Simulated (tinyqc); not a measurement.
# Oxidation of curved silicon (wires and holes): cylindrical Deal-Grove kinetics with stress-retarded reaction, step by step

A worked calculation. Computed by tinyqc, a small Python program that keeps every step. Command: `OMP_NUM_THREADS=1 python tinyqc.py 3023193 3023194 out.jsonl wireox walk`. One thread of a shared host (Intel(R) Xeon(R) Processor @ 2.30GHz), about 0.01 s of CPU time with the checks. Intermediate numbers are printed to about 5 digits and carried at full precision; extremes and crossings named in words are read from the listed rows.

Silicon fills r < a and oxide a < r < b. One volume of silicon gives 2.25 volumes of oxide, and the length is fixed.

Inputs (values chosen for the exercise, close to those used for silicon in steam): prefactor B0 = 353 um^2/h; activation energy E_B = 0.774 eV; prefactor (B/A)0 = 1.39e+08 um/h; activation energy E_A = 2.05 eV; starting silicon radius a0 = 16 nm; starting oxide x_i = 1 nm; viscosity prefactor eta0 = 2.8e-09 Pa s; viscosity energy E_eta = 5.44 eV; critical shear stress s_c = 40 MPa; activation volume V_k = 7.1 angstrom^3; temperature T = 750 C; time t = 0.55 h.

Shape: wire (convex).

Constants: k_B = 8.617333262e-05 eV/K.

## Planar constants and viscosity

B = B0 exp(-E_B/(k_B T)), B/A = (B/A)0 exp(-E_A/(k_B T)), eta = eta0 exp(E_eta/(k_B T)); 1 um = 1000 nm. Temperatures in kelvin are T(C) + 273.15.

B = 54356 nm^2/h

B/A = 11.098 nm/h

low-stress viscosity eta = 1.7507e+18 Pa s

k_B T = 0.088168 eV

## Rate at the start

Geometry: b^2 = b0^2 + 1.25 (a0^2 - a^2), b0 = a0 + x_i. Rate of oxide made per interface area: q = 1/[1/k + 2 a |ln(b/a)|/B], and |da/dt| = q/2.25. Reaction k = (B/A) exp(-sigma V_k/(k_B T)). New oxide pushes the old with radial speed u = 1.25 |da/dt| at r = a; the shear stress at radius r is s_c asinh(z a^2/r^2), z = 2 eta u/(a s_c) (Eyring flow), and the compressive normal stress at the interface is sigma = |int_a^b 2 s/r dr| = s_c |F(z) - F(z a^2/b^2)|, F(y) = int_0^y asinh(w)/w dw. q and sigma are solved together. 1 MPa angstrom^3 = 6.241509e-6 eV.

oxide radius b0 = 17 nm

rate q without stress = 11.093 nm/h

normal stress sigma = 80.726 MPa

factor on the reaction = 0.96024

rate q with stress = 10.652 nm/h

## State after time t

Integrate da/dt adaptively (tolerance 1e-8); a wire counts as consumed at a = 0.5 nm and a hole as closed at b = 0.5 nm. Planar reference: x^2 + A x = B t + x_i^2 + A x_i, A = B/(B/A).

silicon radius a = 13.643 nm

oxide thickness = 5.7562 nm

normal stress at time t = 459.60 MPa

planar thickness = 7.0937 nm

ratio to the planar thickness = 0.81146

Stress now cuts the reaction constant to 79 % of its planar value. Caution: the oxide is taken as a purely viscous fluid in steady flow; elasticity, stress-dependent diffusion and thin-oxide enhancement are left out.

## Geometry alone against geometry with stress

A dash marks a stress-free run that has consumed the wire or closed the hole.

Oxide thickness (nm):
```
t (h)   planar  curved, no stress  curved, with stress  a (nm)  sigma (MPa)
0.0165   1.183              1.177               1.1690  15.922        94.27
0.0550   1.610              1.585               1.5553  15.743       125.15
0.1100   2.220              2.158               2.0891  15.491       167.67
0.2200   3.439              3.275               3.0989  15.002       247.82
0.3850   5.267              4.880               4.4896  14.305       358.21
0.5500   7.094              6.412               5.7562  13.643       459.60
0.8250  10.135              8.819               7.6449  12.610       614.19
1.1000  13.172             11.070               9.3099  11.650       756.15
```

At 1.1 h the thickness is 0.840 of the planar value from geometry alone and 0.707 with stress. On a wire the new oxide spreads over a larger circumference, which thins it, while the oxidant converges on a smaller interface. Stress takes 16 % off the stress-free value. Caution: elasticity of the oxide, stress-dependent diffusion and thin-oxide enhancement are left out.

Checks made by the program: large-radius limit against the planar law (relative difference 5e-10).
